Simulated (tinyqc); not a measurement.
# Worked calculation: ballistic Schottky-barrier transistor with a two-dimensional channel, WKB contacts

tinyqc, about 0.3 s, one thread, Intel Xeon 2.30GHz (shared host): `OMP_NUM_THREADS=1 python tinyqc.py 2390101 2390102 out.jsonl` Printed values are rounded.

Source Fermi level 0, drain Fermi level -Vd. Far from the contacts Ec = pn - psi, and the gate moves psi one to one; the band edges relax as exp(-x/lam) from pn at the source and pn - Vd at the drain; Ev = Ec - Eg. A carrier of energy w inside the channel band meets at a contact a barrier of height D (the contact edge beyond the channel edge): T = 1 for w >= D, else exp(-S), S = 4 lam sqrt(m/C) [sqrt(D - w) - sqrt(w) arctan sqrt((D - w)/w)], C = hbar^2/(2 m0). The two contacts combine as Ts Td/(Ts + Td - Ts Td).

Parameters, values chosen for the exercise; channel values close to those of a black phosphorus layer:
```
symbol  value  unit                                        meaning
T         350     K                                    temperature
Eg      0.656    eV                                       band gap
pn       0.41    eV         barrier for electrons at both contacts
mn       0.16    m0                                  electron mass
mp       0.16    m0                                      hole mass
g           1                                  valleys or subbands
lam       3.3    nm               screening length at the contacts
Vd        0.3     V                                     drain bias
ps      -0.07     V      band shift psi of the channel by the gate
w0       0.17    eV  energy of one carrier inside the channel band
wm       0.58    eV                          upper end of the grid
nE         15                                   points of the grid
```

Constants: q = 1.602176634e-19 C, kB = 1.380649e-23 J/K, hbar = 1.054571817e-34 J s, h = 6.62607015e-34 J s, m0 = 9.1093837015e-31 kg, Vt = kB T/q, hbar^2/(2 m0) = 0.0380998212 eV nm^2. Results are converted to the units shown.

Range of the model: No scattering, image-force lowering, channel charge or band-to-band tunnelling; parabolic kappa overstates S deep in the gap.

## Band edges and barriers

Electrons: Ds = psi, Dd = psi - Vd, Es = Ec, Ed = Ec + Vd. Holes: Ds = -psi, Dd = Vd - psi, Es = -Ev, Ed = -Ev - Vd. The size of each current is taken; both flow from drain to source and add.

Ec = 0.48 eV
Ev = -0.176 eV
D for electrons (eV): source -0.070000, drain -0.370000
D for holes (eV): source 0.070000, drain 0.370000

A negative D is no barrier. Here the holes carry the larger current.

## Transmission of one of the holes

S and T at both contacts for w = w0, and the tunnelling distance lam ln(D/w) at the higher barrier.

S at the source = 0
S at the drain = 2.88497
combined T = 0.0558564
tunnelling distance = 2.56643 nm

## Current of the holes on a coarse grid

I/W = g (2 q^2/h) int T(w) [N(Es + w) - N(Ed + w)] dw with w the energy of motion along the channel, N(y) = (1/2 pi) sqrt(pi m kB T/C) Fm(-y/kB T), Fm(x) = (1/sqrt(pi)) int_0^infinity u^(-1/2)/(1 + exp(u - x)) du. Electrons: Ds = psi, Dd = psi - Vd, Es = Ec, Ed = Ec + Vd. Holes: Ds = -psi, Dd = Vd - psi, Es = -Ev, Ed = -Ev - Vd. The size of each current is taken; both flow from drain to source and add. Simpson's rule on nE equally spaced w from 0 to wm.

| point | w (eV) | Ts | Td | T | size of the supply difference (1/um) |
|---|---|---|---|---|---|
| 0 | 0.000000 | 7.79512e-4 | 7.14642e-8 | 7.14577e-8 | 222.567 |
| 1 | 0.041429 | 0.469260 | 1.60758e-4 | 1.60729e-4 | 176.337 |
| 2 | 0.082857 | 1 | 0.00223726 | 0.00223726 | 119.381 |
| 3 | 0.124286 | 1 | 0.0132403 | 0.0132403 | 60.3633 |
| 4 | 0.165714 | 1 | 0.0496549 | 0.0496549 | 21.4653 |
| 5 | 0.207143 | 1 | 0.137310 | 0.137310 | 6.10292 |
| 6 | 0.248571 | 1 | 0.301418 | 0.301418 | 1.59603 |
| 7 | 0.290000 | 1 | 0.545520 | 0.545520 | 0.407522 |
| 8 | 0.331429 | 1 | 0.824649 | 0.824649 | 0.103404 |
| 9 | 0.372857 | 1 | 1 | 1 | 0.0261956 |
| 10 | 0.414286 | 1 | 1 | 1 | 0.00663350 |
| 11 | 0.455714 | 1 | 1 | 1 | 0.00167963 |
| 12 | 0.497143 | 1 | 1 | 1 | 4.25276e-4 |
| 13 | 0.538571 | 1 | 1 | 1 | 1.07678e-4 |
| 14 | 0.580000 | 1 | 1 | 1 | 2.72635e-5 |

current = 12.2792 uA/um

A converged quadrature gives 12.27 uA/um; this grid is 0.080 % above that. 0.549 % of it passes over both barriers, the rest tunnels. The other carrier adds 2.87e-5 uA/um.
